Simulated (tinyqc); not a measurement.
# Resistance of a tapered via with liner, size effect and interface: what changes with what

A round via whose diameter grows from db at the bottom as D(z) = db + 2 z/tan(ang). The fill, of diameter D - 2 tl, starts above the bottom liner (thickness fb tl) and has rho = rho0 (1 + ks lam/(D - 2 tl)); the sidewall liner conducts in parallel with it. The bottom liner and the interface are crossed over the full area pi db^2/4. Spreading in the lines above and below is left out.

Parameters, values chosen for the exercise; fill metal close to ruthenium:
- db = 58 nm (diameter at the bottom)
- hv = 200 nm (height)
- ang = 87 degrees (sidewall angle)
- rho0 = 7.89 uohm cm (bulk resistivity of the fill)
- lam = 6.66 nm (mean free path of the fill)
- ks = 1.5 (size-effect factor)
- tl = 0.3 nm (liner on the sidewall)
- fb = 0.5 (liner at the bottom over that on the sidewall)
- rl = 460 uohm cm (resistivity of the liner)
- ri = 1.4e-12 ohm cm^2 (interface resistivity at the bottom)
- Sb = 1.5e15 S/m^2 (ballistic conductance per area, about 3/(4 rho0 lam))
- rho2 = 5.32 uohm cm (bulk resistivity of the second fill (close to molybdenum))
- lam2 = 11.2 nm (its mean free path)
- tl2 = 0.2 nm (its liner)

Each table varies one quantity; the others keep the values above.

## Via resistance against the diameter at the bottom

Slices between z0 = fb tl and hv, evaluated at their midpoints: conductance per length pi/4 [(D - 2 tl)^2/rho + (D^2 - (D - 2 tl)^2)/rl], slice resistance = slice height over that. 2000 slices. R_fill = sum of the slices; R_bottom = rl fb tl/(pi db^2/4); R_interface = ri/(pi db^2/4); ballistic (Sharvin) limit 1/(Sb pi (db - 2 tl)^2/4); ideal cylinder rho0 hv/(pi db^2/4).

Result of one run:
```
db (nm),R_fill (ohm),R_bottom (ohm),R_interface (ohm),R (ohm),ballistic limit (ohm),R over ideal cylinder,largest part
6,295.2,24.40,4.951,324.5,29.11,0.5815,fill
```

What becomes of these results when the diameter at the bottom db is changed from 6 to 16 nm, all else the same?

Result of the changed run:
```
db (nm),R_fill (ohm),R_bottom (ohm),R_interface (ohm),R (ohm),ballistic limit (ohm),R over ideal cylinder,largest part
16,52.26,3.432,0.6963,56.39,3.579,0.7185,fill
```

The whole series:
```
db (nm),R_fill (ohm),R_bottom (ohm),R_interface (ohm),R (ohm),ballistic limit (ohm),R over ideal cylinder,largest part
6,295.2,24.40,4.951,324.5,29.11,0.5815,fill
8.3,164.8,12.75,2.588,180.1,14.32,0.6176,fill
11,100.5,7.261,1.473,109.2,7.848,0.6577,fill
16,52.26,3.432,0.6963,56.39,3.579,0.7185,fill
22,29.87,1.815,0.3683,32.05,1.853,0.7722,fill
30,17.18,0.9762,0.1981,18.36,0.9820,0.8224,fill
42,9.329,0.4980,0.1011,9.928,0.4952,0.8716,fill
58,5.133,0.2612,0.05299,5.447,0.2576,0.9120,fill
80,2.802,0.1373,0.02785,2.967,0.1346,0.9451,fill
```

R falls from 325 to 2.97 ohm. The fill is the largest part at db = 6 and in all other rows. R goes as db^(-1.81) between the first two rows and db^(-1.89) between the last two; area alone gives -2.

## Via resistance against the sidewall angle

Same model as above.

2000 slices.

The same in every row: R_bottom (ohm) = 0.2612; R_interface (ohm) = 0.05299; ballistic limit (ohm) = 0.2576.

Result of one run:
```
ang (degrees),R_fill (ohm),R (ohm),R over ideal cylinder,largest part
88,5.667,5.981,1.001,fill
```

What becomes of these results when the sidewall angle ang is changed from 88 to 87 degrees, all else the same?

Result of the changed run:
```
ang (degrees),R_fill (ohm),R (ohm),R over ideal cylinder,largest part
87,5.133,5.447,0.9120,fill
```

The whole series:
```
ang (degrees),R_fill (ohm),R (ohm),R over ideal cylinder,largest part
90,7.151,7.465,1.250,fill
89,6.324,6.638,1.111,fill
88,5.667,5.981,1.001,fill
87,5.133,5.447,0.9120,fill
86,4.690,5.004,0.8378,fill
84,3.996,4.311,0.7217,fill
82,3.478,3.792,0.6349,fill
```

R falls from 7.47 to 3.79 ohm. The fill is the largest part at ang = 90 and in all other rows. The share of the two bottom terms goes from 4.21 to 8.28 %.

## Two fill metals against the diameter

2000 slices. R_fill = sum of the slices; R_bottom = rl fb tl/(pi db^2/4); R_interface = ri/(pi db^2/4). The second fill has rho2, lam2 and tl2 in place of rho0, lam and tl.

Two fill metals against the diameter:
```
db (nm),"R, first fill (ohm)","R, second fill (ohm)",ratio second/first
6,324.5,275.9,0.8502
8.5,172.6,143.8,0.8334
12,93.66,76.19,0.8134
17,50.66,40.14,0.7924
24,27.44,21.19,0.7723
35,13.87,10.44,0.7523
49,7.463,5.497,0.7366
70,3.823,2.762,0.7225
100,1.937,1.377,0.7111
```

The ratio goes from 0.850 to 0.711. The second fill gives the lower R in every row.

Program tinyqc, `OMP_NUM_THREADS=1 python tinyqc.py 2750114 2750115 out.jsonl`; Intel Xeon 2.30GHz, shared host, one thread, about 0.01 s.
